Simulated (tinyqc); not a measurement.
# Surface potential of a MOS transistor: implicit equation and explicit approximations: effects of single changes

p-type body, charge-sheet picture, depletion and inversion only, full ionisation (an idealisation for deep acceptors), Boltzmann statistics (rough once Na exp(x - xn) passes about Nc/7). In units of Vt: xg = (Vg - Vfb)/Vt, x = psi/Vt, G = gamma/sqrt(Vt), xn = (2 phiF + Vc)/Vt. The implicit equation is (xg - x)^2 = G^2 [x - 1 + exp(x - xn)] for x above about 3. Cox = eps0 eox/tox.

Inputs (values chosen for the exercise); band and dielectric values close to those of silicon:
```
symbol,value,unit,meaning
T,350,K,temperature
Eg,1.11,eV,band gap
eps_r,11.8,,relative permittivity
Nc,3.47e19,cm^-3,conduction-band density of states at T
Nv,3.34e19,cm^-3,valence-band density of states at T
eox,3.9,,relative permittivity of the gate insulator (close to silicon dioxide)
tox,6.1,nm,insulator thickness
Na,2.7e17,cm^-3,acceptor density
Vfb,-0.66,V,flat-band voltage
Vc,0,V,channel-body voltage
Vg,0.45,V,gate-body voltage
```

Constants: q = 1.602176634e-19 C, kB = 1.380649e-23 J/K, Vt = kB T/q, eps0 = 8.8541878128e-14 F/cm where lengths are in cm. Results are converted to the units shown.

Each table varies one quantity; the others keep the values above.

## Accuracy of the approximations against gate voltage

ni = sqrt(Nc Nv) exp(-Eg/(2 Vt)), Eg in volts; phiF = Vt ln(Na/ni); gamma = sqrt(2 q eps0 eps_r Na)/Cox; VT = Vfb + Vt (xn + G sqrt(xn - 1)). Depletion value a = 1 + [sqrt(G^2/4 + xg - 1) - G/2]^2; inversion value b = xn + ln[(xg - xn)^2/G^2 - xn + 1] and first guess y = min(a, b) - ln(1 + exp(-|a - b|)) if a > xn + 1, else b = y = a; one second-order correction with D = exp(y - xn), p = 2 (xg - y) + G^2 (1 + D), w = (xg - y)^2 - G^2 (y - 1 + D): z = y + 2 w/(p + sqrt(p^2 - 2 (2 - G^2 D) w)), or the Newton step z = y + w/p where the root is not real. N_inv = (Cox Vt G/q) [sqrt(x - 1 + exp(x - xn)) - sqrt(x - 1)] at the root. Lambert form (Cox m Vt/q) W0[(G/(2 m sqrt(xn - 1))) exp((Vg - VT)/(m Vt))], m = 1 + G/(2 sqrt(xn - 1)). Errors under 1e-4 mV, and the linear form below VT, are printed as 0.

Accuracy of the approximations against gate voltage:

| Vg (V) | psi (V) | x - xn | error of y (mV) | error of z (mV) | N_inv (cm^-2) | Cox (Vg - VT)/q (cm^-2) | Lambert form (cm^-2) |
|---|---|---|---|---|---|---|---|
| 0.23 | 0.5188 | -9.929 | 4.05e-4 | 0 | 1.973e6 | 0 | 1.184e6 |
| 0.43 | 0.6663 | -5.036 | 0.0489 | 0 | 2.305e8 | 0 | 1.947e8 |
| 0.63 | 0.8127 | -0.1833 | 5.75 | -6.45e-3 | 2.642e10 | 1.028e9 | 2.652e10 |
| 0.83 | 0.8953 | 2.556 | 17.9 | -1.51 | 3.557e11 | 7.077e11 | 3.687e11 |
| 1.03 | 0.9283 | 3.649 | 15.0 | -0.921 | 9.130e11 | 1.414e12 | 9.451e11 |
| 1.23 | 0.9480 | 4.302 | 11.7 | -0.395 | 1.531e12 | 2.121e12 | 1.581e12 |
| 1.43 | 0.9623 | 4.776 | 9.78 | -0.218 | 2.173e12 | 2.828e12 | 2.239e12 |
| 1.63 | 0.9736 | 5.150 | 8.49 | -0.137 | 2.829e12 | 3.534e12 | 2.909e12 |
| 1.83 | 0.9829 | 5.461 | 7.56 | -0.0945 | 3.493e12 | 4.241e12 | 3.587e12 |

psi rises from 0.519 to 0.983 V and ends 5.5 Vt above 2 phiF + Vc. Among the rows the first guess is off by at most 18 mV (at Vg = 0.83 V) and the corrected value by at most 1.5 mV. In the last row the linear form is 21 % above N_inv and the Lambert form 2.7 % above it; in the first row the Lambert form is 40 % below it. For Vg = 1.03, 1.23, 1.43, 1.63, 1.83 the electron quasi-Fermi level lies less than 2 Vt below the band edge at the surface, or above it, where degeneracy and confinement, left out, matter.

## Effect of the insulator thickness at fixed gate voltage

Same model as above.

Effect of the insulator thickness at fixed gate voltage:

| tox (nm) | psi (V) | x - xn | error of y (mV) | error of z (mV) | N_inv (cm^-2) | Cox (Vg - VT)/q (cm^-2) | Lambert form (cm^-2) |
|---|---|---|---|---|---|---|---|
| 2 | 0.9042 | 2.852 | 19.2 | -1.40 | 4.630e11 | 1.478e12 | 4.976e11 |
| 2.8 | 0.8673 | 1.628 | 6.67 | -0.0231 | 1.509e11 | 5.800e11 | 1.578e11 |
| 3.8 | 0.8127 | -0.1842 | 3.92 | -1.40e-3 | 2.640e10 | 0 | 2.650e10 |
| 5.2 | 0.7306 | -2.904 | 0.352 | 0 | 1.851e9 | 0 | 1.718e9 |
| 7.1 | 0.6309 | -6.212 | 0.0172 | 0 | 7.319e7 | 0 | 5.733e7 |
| 9.8 | 0.5155 | -10.04 | 5.02e-4 | 0 | 1.779e6 | 0 | 9.428e5 |
| 13 | 0.4113 | -13.49 | 0 | 0 | 6.327e4 | 0 | 1.712e4 |
| 18 | 0.2984 | -17.24 | 0 | 0 | 1786 | 0 | 124.3 |

What does the table show?

As tox goes from 2 to 18, psi falls from 0.904 to 0.298 V, x - xn falls from 2.85 to -17.2 and N_inv falls from 4.63e11 to 1790 cm^-2. The Lambert form lies between 0.0696 and 1.07 times N_inv.

Numbers from tinyqc (`OMP_NUM_THREADS=1 python tinyqc.py 2122067 2122068 out.jsonl`; about 0.01 s on one thread of a shared Intel Xeon 2.30GHz).
